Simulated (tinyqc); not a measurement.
## Trap density from the capacitance step

Inverse problem. A junction with shallow donors Nd and a deep trap has C_HF = eps0 eps_r/W and C_LF = eps0 eps_r (Nd + Nt)/(Nd W + Nt xt), xt = W - lam. Find W, xt and Nt.

Parameters, values chosen for the exercise: relative permittivity eps_r = 11.5; shallow donor density Nd = 8.5e16 cm^-3.

Constants: eps0 = 8.8541878128e-14 F/cm where lengths are in cm. Results are converted to the units shown.

C_HF = 84.205186 nF/cm^2
C_LF = 89.041253 nF/cm^2
lam = 49.509838 nm

Solution. C_HF gives W. With y = C_LF/C_HF, Nt/Nd = (y - 1)/(1 - y xt/W).

W = 120.9 nm
xt = 71.41 nm
Nt = 1.300e16 cm^-3

tinyqc, about 0.01 s, one thread, Intel Xeon 2.30GHz (shared host): `OMP_NUM_THREADS=1 python tinyqc.py 2050075 2050076 out.jsonl`
